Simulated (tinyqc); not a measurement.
Heavy doping: gap narrowing, degeneracy and the minority density: one step. Two estimates of the size. Four cases, with inputs chosen for the exercise.

Task: Evaluate both at N.

F_j(eta) = (1/Gamma(j + 1)) integral_0^infinity x^j dx/(1 + exp(x - eta)), which tends to exp(eta) for eta << 0.

Two physical estimates, e2 = e^2/(4 pi eps0), N in 1/angstrom^3: exchange shift at the Fermi level, Ex = (e2/eps) kF/pi with kF = (3 pi^2 N/Mv)^(1/3); screened-pair energy (Lanyon-Tuft), Es = (3/4)(e2/eps) qs with qs^2 = (4 pi e2 N/(eps kT)) F_-1/2(eta)/F_1/2(eta).

Constants: e^2/(4 pi eps0) = 14.39964547 eV angstrom; kB = 8.617333262e-05 eV/K.

Case 1.

Values chosen (gap and densities of states near those of Si at this temperature; narrowing constants near the fits for Si; not measured data): N = 5.6e+18 1/cm^3 (ionised donors, equal to the majority density); eps = 11.9 (dielectric constant); Mv = 6 (majority valleys); T = 350 K.

eta = -1.776139
dEg (empirical fit) = 53.6743 meV

Case 2.

Values chosen (gap and densities of states near those of Ge at this temperature; narrowing constants of the size fitted for Si, not for this material; not measured data): N = 6.3e+18 1/cm^3 (ionised donors, equal to the majority density); eps = 16.1 (dielectric constant); Mv = 4 (majority valleys); T = 250 K.

eta = 0.063926
dEg (empirical fit) = 84.9532 meV

Case 3.

Values chosen (gap and densities of states near those of Ge at this temperature; narrowing constants of the size fitted for Si, not for this material; not measured data): N = 1.3e+19 1/cm^3 (ionised donors, equal to the majority density); eps = 15.9 (dielectric constant); Mv = 4 (majority valleys); T = 250 K.

eta = 1.073036
dEg (empirical fit) = 92.3188 meV

Case 4.

Values chosen (gap and densities of states near those of GaAs at this temperature; narrowing constants of the size fitted for Si, not for this material; not measured data): N = 2.8e+17 1/cm^3 (ionised acceptors, equal to the majority density); eps = 12.7 (dielectric constant); Mv = 1 (majority valleys); T = 300 K.

eta = -3.507439
dEg (empirical fit) = 13.1670 meV

Give: kF; Ex; Es.

Result:

Case 1.

kF = 0.03023 1/angstrom
Ex = 11.65 meV
Es = 46.92 meV

Against the fitted dEg = 53.7 meV, Ex is 0.22 and Es 0.87 times as large; each keeps one mechanism only, and Ex assumes a strongly degenerate gas, while here eta is only -1.78.

Case 2.

kF = 0.03599 1/angstrom
Ex = 10.25 meV
Es = 34.01 meV

Against the fitted dEg = 85.0 meV, Ex is 0.12 and Es 0.40 times as large; each keeps one mechanism only, and Ex assumes a strongly degenerate gas, while here eta is only 0.06.

Case 3.

kF = 0.04582 1/angstrom
Ex = 13.21 meV
Es = 45.08 meV

Against the fitted dEg = 92.3 meV, Ex is 0.14 and Es 0.49 times as large; each keeps one mechanism only, and Ex assumes a strongly degenerate gas, while here eta is only 1.07.

Case 4.

kF = 0.02024 1/angstrom
Ex = 7.30 meV
Es = 10.51 meV

Against the fitted dEg = 13.2 meV, Ex is 0.55 and Es 0.80 times as large; each keeps one mechanism only, and Ex assumes a strongly degenerate gas, while here eta is only -3.51.

Computed by tinyqc, one run a case: `OMP_NUM_THREADS=1 python tinyqc.py N N+1 out.jsonl` with N = 1652033, 1652182, 1652221, 1652472; one thread of a shared Intel(R) Xeon(R) Processor @ 2.30GHz, about 0.01 s a run at most.
